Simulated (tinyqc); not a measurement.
Inside a calculation. Method: CCSD on RHF in the sto-3g basis, for H3+, spin multiplicity 1. One step of it, computed by the program tinyqc.

Task: Iteration 4 (converged): orbitals. Diagonalise F' = X^T F X, C = X C', fill 1 alpha and 1 beta electrons from the bottom; D = 2 C_occ C_occ^T. Each column has its largest component positive (the first on a tie).

converged F (hartree), lower triangle:
```
           1H 1s      2H 1s      3H 1s
1H 1s  -0.820327
2H 1s  -0.669141  -0.576694
3H 1s  -0.669141  -0.289924  -0.576694
```

X:
```
               1          2         3
1H 1s   1.285651   0.000000  0.501707
2H 1s  -0.829412   0.760234  0.388842
3H 1s  -0.829412  -0.760234  0.388842
```

Give: F' = X^T F X; orbital energies; coefficients C; D after iteration 4.

Result:

F' = X^T F X (hartree), lower triangle:
```
        1       2       3
1   0.306
2   0.000  -0.331
3  -0.082   0.000  -0.991
```

orbital energies (hartree): MO1 -0.996, MO2 -0.331, MO3 0.311

coefficients C:
```
         MO1     MO2     MO3
1H 1s  0.582   0.000   1.251
2H 1s  0.336   0.760  -0.852
3H 1s  0.336  -0.760  -0.852
```

D after iteration 4, lower triangle:
```
       1H 1s  2H 1s  3H 1s
1H 1s  0.677
2H 1s  0.391  0.225
3H 1s  0.391  0.225  0.225
```
